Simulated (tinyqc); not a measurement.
# Worked calculation: thin-body transistor below threshold, two-dimensional Poisson equation on a small mesh

tinyqc, about 0.09 s, one thread, Intel Xeon 2.30GHz (shared host): `OMP_NUM_THREADS=1 python tinyqc.py 2480081 2480082 out.jsonl` Printed values are rounded.

A thin body on a thick buried insulator of low permittivity, taken as carrying no normal field at the bottom of the body (row 0). Mobile charge is neglected (subthreshold), the body is fully depleted, and potentials are counted from the intrinsic level; rows run upward to the gate, columns from source to drain.

Inputs (values chosen for the exercise); semiconductor permittivity made up: temperature T = 300 K; relative permittivity of the semiconductor eps_r = 13.5; relative permittivity of the insulator eox = 3.9; body thickness tb = 6 nm; insulator thickness tox = 1.3 nm; channel length L = 45 nm; acceptor density of the depleted body Na = 0 cm^-3; potential of the source Vbi = 0.46 V; gate offset Vfb = 0.07 V; gate voltage Vg = 0 V; drain voltage Vd = 0.7 V.

Constants: q = 1.602176634e-19 C, kB = 1.380649e-23 J/K, Vt = kB T/q, eps0 = 8.8541878128e-14 F/cm where lengths are in cm. Results are converted to the units shown.

## Coefficients of the five-point equations

Mesh: rows i = 0..2 in the semiconductor (step hs = tb/2, row 2 on the interface), then 2 step(s) ho = tox/2 up to the gate row 4; columns j = 0..5 (step hy = L/5). Box integration, divided by eps0: up_i = eps hy/h of the interval above row i, dn_i = that of the interval below (0 for row 0), lat_i = (sum of eps h/2 over the intervals above and below)/hy, s_i = -q Na w_i hy/eps0 with w_i the semiconductor height of the box (hs/2 for row 0 and the interface row, hs between, 0 in the insulator). Each free node obeys (up + dn + 2 lat) psi = up psi(above) + dn psi(below) + lat [psi(left) + psi(right)] + s.

up, row 0 to 3: [40.5, 40.5, 54, 54]
dn, row 0 to 3: [0, 40.5, 40.5, 54]
lat, row 0 to 3: [2.25, 4.5, 2.390833, 0.2816667]
s, row 0 to 3 (V): [0, 0, 0, 0]

## Iteration 1: over-relaxation sweep (omega = 1.4)

psi at the start (fixed values on the edges, free nodes linear between source and drain columns) (V):
```
             j=0        j=1        j=2        j=3        j=4        j=5
row 0   0.460000   0.600000   0.740000   0.880000   1.020000   1.160000
row 1   0.460000   0.600000   0.740000   0.880000   1.020000   1.160000
row 2   0.460000   0.600000   0.740000   0.880000   1.020000   1.160000
row 3   0.195000   0.265000   0.335000   0.405000   0.475000   0.545000
row 4  -0.070000  -0.070000  -0.070000  -0.070000  -0.070000  -0.070000
```

Free nodes: rows 0..3, columns 1..4, taken row by row from row 0, left to right. t = (up psi(above) + dn psi(below) + lat [psi(left) + psi(right)] + s)/(up + dn + 2 lat), with the newest neighbours; psi(new) = psi + 1.4 (t - psi).

psi after iteration 1 (V):
```
             j=0        j=1        j=2        j=3        j=4        j=5
row 0   0.460000   0.600000   0.740000   0.880000   1.020000   1.160000
row 1   0.460000   0.600000   0.740000   0.880000   1.020000   1.160000
row 2   0.460000   0.344908   0.423005   0.507615   0.592444   1.160000
row 3   0.195000   0.087362   0.113609   0.144879   0.176319   0.545000
row 4  -0.070000  -0.070000  -0.070000  -0.070000  -0.070000  -0.070000
```

## Iteration 2: over-relaxation sweep (omega = 1.4)

As before.

psi after iteration 2 (V):
```
             j=0        j=1        j=2        j=3        j=4        j=5
row 0   0.460000   0.600000   0.740000   0.880000   1.020000   1.160000
row 1   0.460000   0.439292   0.529043   0.630630   0.733184   1.160000
row 2   0.460000   0.209210   0.243613   0.295616   0.365082   1.160000
row 3   0.195000   0.063118   0.076210   0.100078   0.137301   0.545000
row 4  -0.070000  -0.070000  -0.070000  -0.070000  -0.070000  -0.070000
```

## Course of the iteration: over-relaxation sweep (omega = 1.4)

Stop when the largest change of psi is below 1e-7 V, or after 400 iterations. Fixed values: gate row Vg - Vfb; column 0 at Vbi and the last column at Vbi + Vd in the semiconductor, each running linearly to Vg - Vfb across the insulator.

Course of the iteration:
```
iteration  psi at row 0, j = 2 (V)  largest |change| of one entry (V)
1                             0.74                              0.428
2                             0.74                              0.287
3                        0.4600201                              0.385
4                        0.2437734                              0.262
5                        0.1428485                              0.118
6                       0.07441620                             0.0703
7                       0.03569448                             0.0387
8                       0.01660421                             0.0191
9                      0.006934533                            9.67e-3
...                            ...                                ...
14                    -5.560255e-5                            1.05e-4
15                    -9.800278e-5                            4.24e-5
16                    -1.141771e-4                            1.62e-5
17                    -1.204114e-4                            6.23e-6
18                    -1.226947e-4                            2.34e-6
19                    -1.235571e-4                            1.10e-6
20                    -1.239129e-4                            4.44e-7
21                    -1.240417e-4                            1.61e-7
22                    -1.240872e-4                            4.75e-8
```

Converged in 22 iterations. The changes do not fall evenly; from iteration 17 to 22 they shrink by a factor of 2.7 a step on average.

## Barrier, swing and barrier lowering

converged psi (V):
```
             j=0        j=1        j=2        j=3        j=4        j=5
row 0   0.460000   0.095858  -0.000124   0.041808   0.302403   1.160000
row 1   0.460000   0.080960  -0.007786   0.029660   0.269236   1.160000
row 2   0.460000   0.033807  -0.029469  -0.004946   0.163715   1.160000
row 3   0.195000  -0.017625  -0.049619  -0.037283   0.047932   0.545000
row 4  -0.070000  -0.070000  -0.070000  -0.070000  -0.070000  -0.070000
```

d psi/dVg on row 0: j=0 0.0000000, j=1 0.6941700, j=2 0.8967703, j=3 0.8967703, j=4 0.6941700, j=5 0.0000000
d psi/dVd on row 0: j=0 0.000000, j=1 0.005383, j=2 0.021663, j=3 0.081567, j=4 0.300447, j=5 1.000000

The barrier is read along row 0, the path farthest from the gate. Take the node j of lowest psi: barrier Vbi - psi_j; swing Vt ln 10/(d psi_j/dVg); DIBL = (d psi_j/dVd)/(d psi_j/dVg). The derivatives solve the same equations with s = 0 and a unit change of that voltage.

j = 2
barrier = 0.4601241 V
swing = 66.37868 mV/decade
DIBL = 24.15682 mV/V

A mesh of 12, 8 and 80 steps (semiconductor, insulator, channel) gives a barrier of 0.477 V, a swing of 64.1 mV a decade and a DIBL of 23.3 mV/V; the small mesh puts the barrier 3.5 % below that.
